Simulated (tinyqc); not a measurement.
What each parameter does: zigzag graphene nanoribbon in tight binding.

A zigzag ribbon of N chains, sites A1, B1, A2, ..., BN across it. For each k it is a chain with bonds -2t cos(k/2) (A_n to B_n) and -t (B_n to A_(n+1)), and +D, -D on A and B. A1 and BN are the edge sites; the Dirac points project to k = 2 pi/3.

Inputs chosen for the exercise (near those used for graphene; not measured data): t = 2.76 eV (hopping); N = 5 (zigzag chains); D = 0 eV (sublattice potential, +D on A and -D on B); k = 1.69 (k times the period sqrt3 acc).

The two lowest positive levels at k and the weight on the two edge sites per state of the middle pair.

One parameter was then changed.

Results before and after:
```
case     lowest (eV)  next (eV)  edge weight
base          1.5450     2.9316       0.2499
changed       1.4195     2.5703       0.1929
```

Which of these changes was made? (a) N = 6; (b) D = 0.1 eV; (c) k = 1.59; (d) t = 2.898 eV.
Answer: (a) N = 6. Of the candidates, run in turn, only this one gives the changed row.

All candidates:
```
case          lowest (eV)  next (eV)  edge weight
base               1.5450     2.9316       0.2499
t = 2.898 eV       1.6223     3.0782       0.2499
N = 6              1.4195     2.5703       0.1929
D = 0.1 eV         1.5482     2.9333       0.2499
k = 1.59           1.7265     3.0932       0.2355
```

(tinyqc, `OMP_NUM_THREADS=1 python tinyqc.py 1482137 1482138 out.jsonl`, Intel(R) Xeon(R) Processor @ 2.30GHz, 1 thread, shared host, about 0.01 s.)
